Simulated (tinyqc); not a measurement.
Elastic strain and critical thickness of a cubic alloy layer A(1-x)B(x) on a thick substrate: one step, computed by the program tinyqc.

Strain is positive in tension. The layer is coherent with the substrate unless said otherwise.

Task: Alloy by Vegard's rule, and misfit. a = (1 - x) a_A + x a_B, the same rule for each C_ij; misfit f = (a_S - a)/a, the in-plane strain of the coherent layer.

Inputs (values chosen for the exercise, for a model alloy):
```
quantity                        value      unit
fraction x of B                  0.21         -
lattice constant a_A            5.869  angstrom
lattice constant a_B            6.058  angstrom
substrate lattice constant a_S  5.865  angstrom
```

C11, C12, C44 of A (GPa): 93  58.25  42.35

C11, C12, C44 of B (GPa): 78.14  46.25  35.94

Give: free lattice constant a; elastic constants; misfit f.

Result:

free lattice constant a = 5.90869 angstrom

elastic constants (GPa): C11 89.8794, C12 55.7300, C44 41.0039

misfit f = -0.007394

The layer is compressed in the plane by 0.74 %.
